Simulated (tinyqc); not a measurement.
# Hall measurement with a parallel conducting layer

Two layers in parallel, unit Hall factors, low field: 1/Rs = q (ns mu + n2 m2); apparent mobility (ns mu^2 + sg n2 m2^2)/(ns mu + n2 m2); apparent density (ns mu + n2 m2)^2/(ns mu^2 + sg n2 m2^2); a negative value means the sign of the second layer.

Inputs (values chosen for the exercise): sheet density of the layer ns = 1.8e14 cm^-2; drift mobility mu = 130 cm^2/(V s); mobility of the parallel layer m2 = 170 cm^2/(V s); sign of its carriers relative to the first layer sg = 1.

Constants: q = 1.602176634e-19 C. Results are converted to the units shown.

Hall measurement with a parallel conducting layer:
```
n2 (cm^-2)	Rs (ohm/square)	apparent density (cm^-2)	apparent mobility (cm^2/(V s))	share of the conductance in layer 2 (%)
6e11	265.6	1.805e14	130.2	0.4340
2e12	262.9	1.818e14	130.6	1.432
1e13	248.7	1.891e14	132.7	6.773
4e13	206.7	2.173e14	139.0	22.52
2e14	108.7	3.735e14	153.7	59.23
7e14	43.83	8.713e14	163.4	83.57
3e15	11.70	3.170e15	168.2	95.61
1e16	3.622	1.017e16	169.5	98.64
5e16	0.7323	5.017e16	169.9	99.73
```

The apparent mobility rises from 130 to 170 cm^2/(V s), between mu = 130 and sg m2 = 170. The apparent density never exceeds ns + n2; among the rows it falls to 0.983 of that sum, at n2 = 2e14.

Program tinyqc, `OMP_NUM_THREADS=1 python tinyqc.py 2850222 2850223 out.jsonl`; Intel Xeon 2.30GHz, shared host, one thread, about 0.01 s.
